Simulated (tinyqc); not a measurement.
Ion-assisted plasma etching: sheath, surface coverage, synergy and aspect-ratio dependence: one step, computed by the program tinyqc.

Radicals adsorb on bare sites; ions remove covered sites with a high yield and bare sites by sputtering; a slow spontaneous reaction acts everywhere, walls included.

Problem. Sheath and ion angles. Debye length lambda_D = sqrt(eps_0 T_e/(e n_s)) with n_s = 0.61 n_e, T_e in volts; Child-law sheath d = (sqrt2/3) lambda_D (2 V/T_e)^(3/4); ion energy E = V + T_e/2; angular spread = arctan(sqrt(T_i/E)).

Inputs (values chosen for the exercise, close to those used for silicon dioxide in a fluorocarbon plasma):
```
quantity                    value    unit
plasma density n_e        3.7e+11  1/cm^3
electron temperature T_e      2.3      eV
sheath voltage V              270       V
ion temperature T_i          0.47      eV
```

Feature: long trench.

Constants: eps_0 = 8.8541878128e-12 F/m; e = 1.602176634e-19 C.

Give: Debye length; sheath thickness; ion energy E; angular spread.

Solution.

Debye length = 23.73 um

sheath thickness = 671.0 um

ion energy E = 271.15 eV

angular spread = 2.384 degrees
